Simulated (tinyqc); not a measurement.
Heisenberg magnet: exchange from energy differences, ordering vector, linear spin waves and ordering temperature: one step, computed by the program tinyqc. Command: `OMP_NUM_THREADS=1 python tinyqc.py 3019880 3019881 out.jsonl magnon walk`. One thread of a shared host (Intel(R) Xeon(R) Processor @ 2.30GHz), about 0.06 s of CPU time with the checks.

H = -sum over pairs <ij> J_ij S_i.S_j - K sum_i (S_i^z)^2, each pair once, J > 0 ferromagnetic. First neighbours: 8 at a (0.5, 0.5, 0.5), second: 6 at a (1, 0, 0), with all permutations and signs.

Task: Energies of ordered states. J(q) = J1 g1(q) + J2 g2(q), g_s(q) = sum over shell s of cos(q.R). A classical spiral or collinear state of wave vector Q has the exchange energy -(S^2/2) J(Q) per site.

Inputs (values chosen for the exercise, for a model magnet): exchange J1 = -0.768 meV; exchange J2 = 0.16 meV; spin S = 1.5.

Lattice: bcc.

Give: States, Q in 2 pi/a.

Result:

States, Q in 2 pi/a:
```
Q                          g1  g2  energy (meV/site)
G (0, 0, 0)         8.000e+00   6              5.832
H (1, 0, 0)        -8.000e+00   6             -7.992
N (0.5, 0.5, 0)             0  -2              0.360
P (0.5, 0.5, 0.5)   4.930e-32  -6              1.080
```

The lowest of these is H (1, 0, 0), 8.352 meV per site below N (0.5, 0.5, 0).
